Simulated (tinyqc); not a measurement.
An Irvin curve: changing the peak concentration: sheet resistance and Hall data of a diffused or implanted layer. Computed by tinyqc, a small Python program. Command: `OMP_NUM_THREADS=1 python tinyqc.py 3024866 3024867 out.jsonl layer sweep`. One thread of a shared host (Intel(R) Xeon(R) Processor @ 2.30GHz), about 0.02 s of CPU time with the checks.

Carriers are taken equal to the net active doping down to the junction (full ionisation, which deep dopants in wide-gap hosts do not reach; no spill-over, no depletion), and the Hall factor is 1.

Inputs (values chosen for the exercise, modelled on donors in germanium): mu_min = 297 cm^2/(V s); mu_max = 3850 cm^2/(V s); N_ref = 1.3e+17 1/cm^3; exponent alpha = 0.56; length scale l = 37 nm; background doping N_B (opposite type) = 1.5e+15 1/cm^3.

Profile: complementary error function. Activation: complete.

Constants: e = 1.602176634e-19 C.

Method:
- N(x) = N_0 erfc(x/l), dose N_0 l/sqrt(pi), junction x_j = l erfc^-1(N_B/N_0).
- Mobility mu = mu_min + (mu_max - mu_min)/(1 + (N_t/N_ref)^alpha), N_t = active doping + N_B; carriers n = active doping - N_B, all dopants active.
- Integrals from x_0 (0 unless stated) to x_j by the midpoint rule on 400 even intervals: 1/R_s = e int n mu dx; sheet density n_s = int n dx; Hall sheet density (int n mu dx)^2/int n mu^2 dx; Hall mobility int n mu^2 dx/int n mu dx.
- Mean conductivity 1/(R_s x_j); mean mobility 1/(e n_s R_s).

One run for each value; columns: (1) peak concentration N_0 (1/cm^3); (2) mean conductivity 1/(R_s x_j) (S/cm); (3) sheet resistance R_s (ohm); (4) Hall mobility (cm^2/(V s)); (5) junction depth x_j (nm); (6) sheet density n_s (1/cm^2):
```
(1)          (2)    (3)     (4)     (5)         (6)
3.00e+16    4.92  39658  2953.4   51.28  5.3450e+10
6.30e+16    8.81  19191  2700.5   59.13  1.2129e+11
1.30e+17   15.00  10086  2411.9   66.09  2.6020e+11
2.80e+17   25.53   5376  2080.9   72.86  5.7240e+11
6.00e+17   42.19   2997  1751.3   79.10  1.2395e+12
1.30e+18   68.94   1706  1439.2   85.03  2.6999e+12
2.70e+18  108.83   1017  1179.3   90.33  5.6217e+12
5.60e+18  172.17    609   960.5   95.35  1.1675e+13
1.20e+19  282.00    353   776.0  100.36  2.5034e+13
2.50e+19  464.24    205   637.8  104.99  5.2171e+13
```

What does the table show?

Over the rows, mean conductivity 1/(R_s x_j) (S/cm) rises from 4.92 to 464 (exponent d ln y / d ln x 0.79 between the first rows and 0.68 between the last); sheet resistance R_s (ohm) falls from 39700 to 205 (exponent d ln y / d ln x -0.98 between the first rows and -0.74 between the last); Hall mobility (cm^2/(V s)) falls from 2950 to 638 (exponent d ln y / d ln x -0.12 between the first rows and -0.27 between the last).

Caution (rows 3.00e16, 6.30e16, 1.30e17, 2.80e17, 6.00e17, 1.30e18): the layer is not thick against surface and junction depletion widths, which remove carriers that this model counts.

Extremes, crossings and ranges named in words are read from the listed rows.
